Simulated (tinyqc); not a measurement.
Inside a calculation. Model: on-chip power grid, static voltage drop by conjugate gradients.

Numbers from tinyqc (`OMP_NUM_THREADS=1 python tinyqc.py 2770159 2770160 out.jsonl`; about 0.1 s on one thread of a shared Intel Xeon 2.30GHz). Printed values are rounded.

A grid of 4 rows and 4 columns, node k = 4 row + column. Neighbours in a row are joined by Rx, in a column by Ry; pad nodes, which reach the supply through Rp: 0, 12. Each node draws I0, node 10 draws kh I0. The drops u = Vdd - V solve G u = i, with G the conductance matrix (1/Rp added on the diagonal at pad nodes).

Values chosen for this exercise:

| symbol | value | unit | meaning |
|---|---|---|---|
| Vdd | 1 | V | supply voltage |
| Rx | 0.21 | ohm | resistance of a horizontal segment |
| Ry | 1.5 | ohm | resistance of a vertical segment |
| Rp | 0.44 | ohm | resistance from a pad node to the supply |
| I0 | 2.1 | mA | load current of an ordinary node |
| kh | 3 |  | factor on the load at the hot node |

## Diagonal of G, loads and first direction

G_kk = sum of the conductances at node k. Start u = 0, so the residual is r = i; p = r.

G_kk (S):
```
         col 0    col 1    col 2    col 3
row 0  7.70130  10.1905  10.1905  5.42857
row 1  6.09524  10.8571  10.8571  6.09524
row 2  6.09524  10.8571  10.8571  6.09524
row 3  7.70130  10.1905  10.1905  5.42857
```

r at the start (mA):
```
       col 0  col 1  col 2  col 3
row 0    2.1    2.1    2.1    2.1
row 1    2.1    2.1    2.1    2.1
row 2    2.1    2.1    6.3    2.1
row 3    2.1    2.1    2.1    2.1
```

p at the start (mA):
```
       col 0  col 1  col 2  col 3
row 0    2.1    2.1    2.1    2.1
row 1    2.1    2.1    2.1    2.1
row 2    2.1    2.1    6.3    2.1
row 3    2.1    2.1    2.1    2.1
```

## Iteration 1: conjugate-gradient step

u at the start (mV):
```
       col 0  col 1  col 2  col 3
row 0      0      0      0      0
row 1      0      0      0      0
row 2      0      0      0      0
row 3      0      0      0      0
```

q = G p; a = (r.r)/(p.q); u(new) = u + a p; r(new) = r - a q; b = (r.r)(new)/(r.r); p(new) = r(new) + b p.

q (mA S):
```
        col 0     col 1    col 2     col 3
row 0  4.7727    0.0000   0.0000    0.0000
row 1  0.0000    0.0000  -2.8000    0.0000
row 2  0.0000  -20.0000  45.6000  -20.0000
row 3  4.7727    0.0000  -2.8000    0.0000
```

a = 0.500271 ohm

u after iteration 1 (mV):
```
         col 0    col 1    col 2    col 3
row 0  1.05057  1.05057  1.05057  1.05057
row 1  1.05057  1.05057  1.05057  1.05057
row 2  1.05057  1.05057  3.15171  1.05057
row 3  1.05057  1.05057  1.05057  1.05057
```

r after iteration 1 (mA):
```
         col 0    col 1     col 2    col 3
row 0  -0.2877   2.1000    2.1000   2.1000
row 1   2.1000   2.1000    3.5008   2.1000
row 2   2.1000  12.1054  -16.5123  12.1054
row 3  -0.2877   2.1000    3.5008   2.1000
```

b = 5.95338

p after iteration 1 (mA):
```
         col 0    col 1    col 2    col 3
row 0  12.2144  14.6021  14.6021  14.6021
row 1  14.6021  14.6021  16.0029  14.6021
row 2  14.6021  24.6075  20.9939  24.6075
row 3  12.2144  14.6021  16.0029  14.6021
```

## Iteration 2: conjugate-gradient step

As before.

q (mA S):
```
          col 0     col 1     col 2     col 3
row 0   14.7985   11.3698   -0.9338    0.0000
row 1    1.5918  -13.3406   10.9470  -13.3406
row 2  -46.0531   78.1928  -27.7601   30.5480
row 3   14.7985   -1.9708   10.0132  -13.3406
```

a = 0.375071 ohm

u after iteration 2 (mV):
```
        col 0    col 1    col 2    col 3
row 0  5.6319   6.5274   6.5274   6.5274
row 1  6.5274   6.5274   7.0528   6.5274
row 2  6.5274  10.2801  11.0259  10.2801
row 3  5.6319   6.5274   7.0528   6.5274
```

r after iteration 2 (mA):
```
         col 0     col 1    col 2   col 3
row 0  -5.8382   -2.1645   2.4503  2.1000
row 1   1.5030    7.1037  -0.6051  7.1037
row 2  19.3732  -17.2225  -6.1003  0.6477
row 3  -5.8382    2.8392  -0.2549  7.1037
```

b = 1.51557

p after iteration 2 (mA):
```
         col 0    col 1    col 2    col 3
row 0  12.6737  19.9661  24.5808  24.2305
row 1  23.6335  29.2342  23.6484  29.2342
row 2  41.5037  20.0720  25.7175  37.9422
row 3  12.6737  24.9697  23.9986  29.2342
```

## Course of the conjugate-gradient iteration

Stop when |r| is below 1e-9 mA.

Course of the iteration:
```
iteration  largest u (mV)  |r| (mA)
1                 3.15171      25.1
2                 11.0259      30.9
3                 15.8230      18.3
4                 16.4158      13.8
5                 16.2745      5.75
6                 16.2534      4.37
7                 16.1769      2.25
8                 16.1761      1.28
9                 16.1572      1.35
10                16.1323     0.991
11                16.1157     0.597
12                16.1063     0.163
13                16.0894     0.114
14                16.0828    0.0701
15                16.0797   6.58e-3
16                16.0799   < 1e-11
```

Converged in 16 iterations for 16 unknowns; in exact arithmetic the method needs at most 16. The condition number of the matrix is 106. Gauss-Seidel sweeps in node order need 549 to reach the same residual.

## Worst drop, pad currents and power lost

converged u (mV):
```
         col 0    col 1    col 2    col 3
row 0   8.1731  10.7632  12.3540  13.1119
row 1  14.3849  14.7516  15.1530  15.3756
row 2  14.8281  15.3409  16.0799  16.0791
row 3   8.4589  11.1634  12.8421  13.6264
```

Pad current u/Rp; worst drop as a share of Vdd; power lost in the grid and pads sum_k i_k u_k; power delivered sum_k i_k (Vdd - u_k).

worst drop = 16.0799 mV
share of Vdd = 1.60799 %
pad currents (mA): node 0 18.5752, node 12 19.2248
power lost = 0.513757 mW
power delivered = 37.2862 mW

The pad currents add up to the total load, 37.80 mA. The worst drop is at node 10; the hot node is 10.
